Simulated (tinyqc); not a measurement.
MOS inversion layer, Poisson-Schroedinger loop: one step of the calculation.

Electrons confined at an insulator interface at z = 0, treated as a hard wall; parabolic valleys, Hartree approximation, no image or exchange terms. The depletion charge lies far deeper than the electrons and gives a uniform field q Nd/(eps0 eps_r); the gate balances all charge. Energies are counted from the band edge at the interface.

Question. Closed-form estimates. Triangular well: E_k = a_k (C F^2/mz)^(1/3), a_1 = 2.338107, a_2 = 4.087949, C = hbar^2/(2 m0), F in eV/nm. Fang-Howard (all electrons in the lowest level of set A): b^3 = 6 (mz1/C) q (Nd + 11 Ns/32)/(eps0 eps_r), centroid 3/b, level C b^2/(4 mz1) + (3/b) q (Nd + 11 Ns/16)/(eps0 eps_r). Use F = q (Nd + Ns)/(eps0 eps_r), the surface field, and F = q (Nd + Ns/2)/(eps0 eps_r).

Parameters, values chosen for the exercise; masses and permittivity close to those of silicon (100): relative permittivity eps_r = 11.5; mass along z of valley set A (2 valley(s)) mz1 = 0.916 m0; sheet density of electrons Ns = 3.9e11 cm^-2; sheet density of depletion charge Nd = 1.8e11 cm^-2.

Constants: q = 1.602176634e-19 C, hbar = 1.054571817e-34 J s, m0 = 9.1093837015e-31 kg, eps0 = 8.8541878128e-14 F/cm where lengths are in cm, hbar^2/(2 m0) = 0.0380998212 eV nm^2. Results are converted to the units shown.

Find: A1 with the surface field; A1 with Nd + Ns/2; A2 with Nd + Ns/2; b; Fang-Howard centroid; Fang-Howard level.

Answer.

A1 with the surface field = 0.03497 eV
A1 with Nd + Ns/2 = 0.02645 eV
A2 with Nd + Ns/2 = 0.04625 eV
b = 0.8933 1/nm
Fang-Howard centroid = 3.358 nm
Fang-Howard level = 0.03198 eV

Program tinyqc, `OMP_NUM_THREADS=1 python tinyqc.py 2160132 2160133 out.jsonl`; Intel Xeon 2.30GHz, shared host, one thread, about 1 s.
